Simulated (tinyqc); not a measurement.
p-n junction with a stepped n side, non-linear Poisson equation by Newton steps: one step of the calculation.

One dimension, p side on the left, n side on the right; net doping C = -Na for x < 0, +N1 for 0 < x < L1 and +Nd beyond. The potential psi is counted from the intrinsic level, and the quasi-Fermi potentials are flat: 0 for holes and -V for electrons, so n = ni exp((psi + V)/Vt) and p = ni exp(-psi/Vt) (Boltzmann statistics, full ionisation, no current). Under reverse bias this makes the minority densities vanishingly small everywhere; they play no part in the charge.

Task. Converged densities, field and charge. n and p as above; field E_i = -(psi_(i+1) - psi_i)/h_i on each interval; charge on either side of the peak Q = eps0 eps_r |E|max (Gauss).

Inputs (values chosen for the exercise); band and dielectric values close to those of silicon:
```
symbol,value,unit,meaning
T,273,K,temperature
eps_r,11.6,,relative permittivity
V,-5.7,V,bias of the p side against the n side
```

Constants: q = 1.602176634e-19 C, kB = 1.380649e-23 J/K, Vt = kB T/q, eps0 = 8.8541878128e-14 F/cm where lengths are in cm. Results are converted to the units shown.

| node | x (nm) | converged psi (V) | net doping C (cm^-3) |
|---|---|---|---|
| 0 | -3600 | -0.3491863 | -2e15 |
| 1 | -1710 | -0.3318693 | -2e15 |
| 2 | -803 | 1.7383036 | -2e15 |
| 3 | -368 | 3.6418022 | -2e15 |
| 4 | -160 | 4.7606114 | -2e15 |
| 5 | -59.5 | 5.3495542 | -2e15 |
| 6 | -11.5 | 5.6419595 | -2e15 |
| 7 | 11.5 | 5.7846177 | 4.9e15 |
| 8 | 37.2 | 5.9392394 | 4.9e16 |
| 9 | 65.9 | 6.0522638 | 4.9e16 |
| 10 | 97.9 | 6.1075027 | 4.9e16 |
| 11 | 134 | 6.1216056 | 4.9e16 |
| 12 | 174 | 6.1240439 | 4.9e16 |
| 13 | 218 | 6.1243905 | 4.9e16 |
| 14 | 268 | 6.1244361 | 4.9e16 |

ni = 7.1580919e8 cm^-3

Wanted: n; p; field E; peak |E|; charge Q.

Result.

| node | n (cm^-3) | p (cm^-3) |
|---|---|---|
| 0 | 1.522e-103 | 2.000e15 |
| 1 | 3.178e-103 | 9.580e14 |
| 2 | 5.236e-65 | 5.814e-24 |
| 3 | 7.227e-30 | 4.212e-59 |
| 4 | 3.258e-9 | 9.342e-80 |
| 5 | 242.8 | 1.254e-90 |
| 6 | 6.072e7 | 5.013e-96 |
| 7 | 2.612e10 | 1.166e-98 |
| 8 | 1.868e13 | 1.630e-101 |
| 9 | 2.280e15 | 1.335e-103 |
| 10 | 2.386e16 | 1.276e-104 |
| 11 | 4.345e16 | 7.007e-105 |
| 12 | 4.819e16 | 6.317e-105 |
| 13 | 4.891e16 | 6.224e-105 |
| 14 | 4.900e16 | 6.212e-105 |

| interval | field E (kV/cm) |
|---|---|
| 0 | -0.09 |
| 1 | -22.82 |
| 2 | -43.76 |
| 3 | -53.79 |
| 4 | -58.60 |
| 5 | -60.92 |
| 6 | -62.03 |
| 7 | -60.16 |
| 8 | -39.38 |
| 9 | -17.26 |
| 10 | -3.91 |
| 11 | -0.61 |
| 12 | -0.08 |
| 13 | -0.01 |

peak |E| = 62.03 kV/cm
charge Q = 63.71 nC/cm^2

Computed by the program tinyqc: `OMP_NUM_THREADS=1 python tinyqc.py 2000055 2000056 out.jsonl`, one thread of a shared Intel Xeon 2.30GHz, about 0.02 s for the whole run.
